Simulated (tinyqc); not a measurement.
# Six-transistor SRAM cell, nodal equations and margins: effect of the gain factor of the pull-up transistor

Two cross-coupled inverters (pull-down bn, pull-up bp) hold the nodes Q and QB; access transistors (ba, threshold VTn, gate on the word line at Vdd when selected) join them to the bit lines. Transistor (EKV form, voltages against the body): I = 2 n b Vt^2 [F(vp - Vs) - F(vp - Vd)] from drain to source, F(v) = ln^2(1 + exp(v/(2 Vt))), vp = (Vg - VT + sg |Vd - Vs|)/n. n-channel bodies are at 0; for the p-channel device all voltages are counted down from Vdd. b in uA/V^2 gives I in uA. For an access transistor the bit line is the drain and the node the source. In a read both bit lines are at Vdd. The cell is symmetric (no mismatch).

f(x) is the node voltage of one half-cell for input x: In = Ip in hold, In = Ip + Ia in a read. Static noise margin: side of the largest square between the curve (x, f(x)) and its mirror image (f(y), y); with h(c) the root x of f(x) - x = c, it is the maximum over c > 0 of h(c) - h(-c) + c. Q is the low node in a read and Iread the current of its access transistor. The write trip is the voltage to which the bit line of the high node must fall (the other staying at Vdd) for that state to vanish; higher is easier, and a negative value means that a grounded bit line does not write.

Values chosen for this exercise:

| symbol | value | unit | meaning |
|---|---|---|---|
| T | 350 | K | temperature |
| Vdd | 0.9 | V | supply voltage |
| n | 1.23 |  | slope factor |
| sg | 0.033 |  | drain-induced barrier lowering |
| VTn | 0.27 | V | n-channel threshold |
| VTp | 0.29 | V | p-channel threshold (magnitude) |
| bn | 370 | uA/V^2 | gain factor of the pull-down transistor |
| ba | 180 | uA/V^2 | gain factor of the access transistor |

Constants: q = 1.602176634e-19 C, kB = 1.380649e-23 J/K, Vt = kB T/q. Results are converted to the units shown.

Results:
```
bp (uA/V^2),hold margin (mV),read margin (mV),Q in a read (mV),Iread (uA),write trip (mV)
62,312.8,161.3,98.94,20.93,314.6
88,322.1,174.0,98.92,20.93,274.6
130,330.9,188.2,98.91,20.93,221.9
260,341.4,212.9,98.89,20.93,100.3
370,343.8,224.7,98.89,20.93,20.85
```

Estimate the missing row, bp = 180 uA/V^2.

Computed row:
```
bp (uA/V^2),hold margin (mV),read margin (mV),Q in a read (mV),Iread (uA),write trip (mV)
180,336.7,199.9,98.90,20.93,169.9
```

With this row back in the table: As bp goes from 62 to 370 uA/V^2, the read margin rises from 161 to 225 mV, the write trip falls from 315 to 20.8 mV and Iread stays near 20.9 uA. The read margin is 0.52 of the hold margin in the first row and 0.65 in the last. Read stability and write ability pull in opposite directions.

Program tinyqc, `OMP_NUM_THREADS=1 python tinyqc.py 2340122 2340123 out.jsonl`; Intel Xeon 2.30GHz, shared host, one thread, about 0.2 s.
